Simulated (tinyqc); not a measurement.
Metal-interlayer-semiconductor contact, depinning against tunnelling resistance: two steps of the calculation.

Zero bias, n-type semiconductor. Gap states at the semiconductor surface thin out as exp(-be ti), which unpins the barrier; electrons must then cross the interlayer (a rectangular barrier, no voltage drop across it) and the parabolic depleted layer, both by WKB. Energies E are counted from the Fermi level; no image force, parabolic bands.

Values chosen for this exercise; semiconductor values close to those of gallium nitride; interlayer mass of the order of that in titanium dioxide, offset chosen freely:
- T = 300 K (temperature)
- Eg = 3.5 eV (band gap)
- eps_r = 9.44 (relative permittivity)
- chi = 3.99 eV (electron affinity)
- Nc = 2.3e18 cm^-3 (conduction-band density of states at T)
- mt = 0.199 m0 (tunnelling mass in the semiconductor)
- mA = 0.192 m0 (Richardson mass)
- Nd = 1.1e20 cm^-3 (donor density)
- E0 = 2.2 eV (charge-neutrality level above the valence band)
- S0 = 0.58 (pinning factor without interlayer)
- phiM = 4.24 eV (metal work function)
- ti = 1.5 nm (interlayer thickness)
- dE = 0.06 eV (conduction-band offset of the interlayer above the semiconductor)
- mi = 0.31 m0 (tunnelling mass in the interlayer)
- be = 4.2 1/nm (decay constant of gap states through the interlayer)

Constants: q = 1.602176634e-19 C, kB = 1.380649e-23 J/K, eps0 = 8.8541878128e-12 F/m, hbar = 1.054571817e-34 J s, h = 6.62607015e-34 J s, m0 = 9.1093837015e-31 kg, Vt = kB T/q, hbar^2/(2 m0) = 0.0380998212 eV nm^2. Results are converted to the units shown.

Question 1. Pinning, barrier and scales. S = 1/(1 + (1/S0 - 1) exp(-be ti)); phiB = S (phiM - chi) + (1 - S)(Eg - E0); xi = Ec - EF deep inside, from Nd = Nc F(-xi/Vt), F(x) = (2/sqrt(pi)) int_0^infinity sqrt(u) du/(1 + exp(u - x)); band bending U = phiB - xi; E00 = (hbar/2) sqrt(Nd/(eps0 eps_r mt m0)) in volts; A = 4 pi q mA m0 kB^2/h^3.

Wanted: S; phiB; xi; U; E00; A.

Answer 1.

S = 0.99867
phiB = 0.25139 eV
xi = -0.41047 eV
U = 0.66186 eV
E00 = 0.14207 eV
A = 23.073 A/(cm^2 K^2)

Question 2. Exponents and integrand on an energy grid. With U = phiB - xi: for xi < E < phiB, y = (E - xi)/U and G1 = (U/E00) [sqrt(1 - y) - y ln((1 + sqrt(1 - y))/sqrt(y))], G1 = 0 above phiB; G2 = 2 ti sqrt(mi max(phiB + dE - E, 0)/C), C = hbar^2/(2 m0); f = 1/(1 + exp(E/Vt)); integrand exp(-G1 - G2) f.

| point | E (eV) |
|---|---|
| 0 | -0.41 |
| 1 | -0.35923 |
| 2 | -0.30846 |
| 3 | -0.25769 |
| 4 | -0.20692 |
| 5 | -0.15615 |
| 6 | -0.10538 |
| 7 | -0.05462 |
| 8 | -0.00385 |
| 9 | 0.04692 |
| 10 | 0.09769 |
| 11 | 0.14846 |
| 12 | 0.19923 |
| 13 | 0.25 |

phiB = 0.25139437 eV
xi = -0.41046523 eV
E00 = 0.14207286 eV

Find: G1; G2; f; integrand.

Answer 2.

| point | G1 | G2 | f | integrand (1e-3) |
|---|---|---|---|---|
| 0 | 4.6428 | 7.2682 | 1.0000 | 0.0067 |
| 1 | 3.7705 | 7.0078 | 1.0000 | 0.0208 |
| 2 | 3.1450 | 6.7373 | 0.99999 | 0.0511 |
| 3 | 2.6203 | 6.4555 | 0.99995 | 0.1144 |
| 4 | 2.1645 | 6.1608 | 0.99967 | 0.2422 |
| 5 | 1.7627 | 5.8513 | 0.99762 | 0.4923 |
| 6 | 1.4066 | 5.5245 | 0.98331 | 0.9607 |
| 7 | 1.0912 | 5.1771 | 0.89214 | 1.6910 |
| 8 | 0.8134 | 4.8047 | 0.53716 | 1.9509 |
| 9 | 0.5716 | 4.4008 | 0.14004 | 0.9700 |
| 10 | 0.3656 | 3.9559 | 0.022339 | 0.2967 |
| 11 | 0.1968 | 3.4542 | 0.0031959 | 0.0830 |
| 12 | 0.0698 | 2.8659 | 4.4966e-4 | 0.0239 |
| 13 | 0.0003 | 2.1203 | 6.3119e-5 | 0.0076 |

Range of the model: The depletion charge would drop about 0.19 V across such an interlayer (eps_r near 40) at ti = 1.5 nm and Nd = 1.1e20 cm^-3, against a band bending of 0.66 V; this model leaves that drop out.

tinyqc, about 0.02 s, one thread, Intel Xeon 2.30GHz (shared host): `OMP_NUM_THREADS=1 python tinyqc.py 2270027 2270028 out.jsonl`
